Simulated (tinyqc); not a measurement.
# Doping from the ideality factor

Inverse problem. For thermionic-field emission over a Schottky barrier the ideality factor is n = u coth(u) with u = E00/Vt and E00 = (hbar/2) sqrt(Nd/(me m0 eps0 eps_r)) in SI units (volts). Find u, E00 and Nd.

Values chosen for this exercise; band and dielectric values close to those of gallium nitride:

| symbol | value | unit | meaning |
|---|---|---|---|
| T | 300 | K | temperature |
| me | 0.201 | m0 | electron mass |
| eps_r | 9.4 |  | relative permittivity |

Constants: q = 1.602176634e-19 C, kB = 1.380649e-23 J/K, eps0 = 8.8541878128e-12 F/m, hbar = 1.054571817e-34 J s, m0 = 9.1093837015e-31 kg, Vt = kB T/q. Results are converted to the units shown.

n = 1.0307488

Solution. u coth(u) rises steadily from 1, so n fixes u; the definition of E00 then gives Nd.

u = 0.305
E00 = 7.88 meV
Nd = 3.40e17 cm^-3

tinyqc, about 0.01 s, one thread, Intel Xeon 2.30GHz (shared host): `OMP_NUM_THREADS=1 python tinyqc.py 2640044 2640045 out.jsonl`
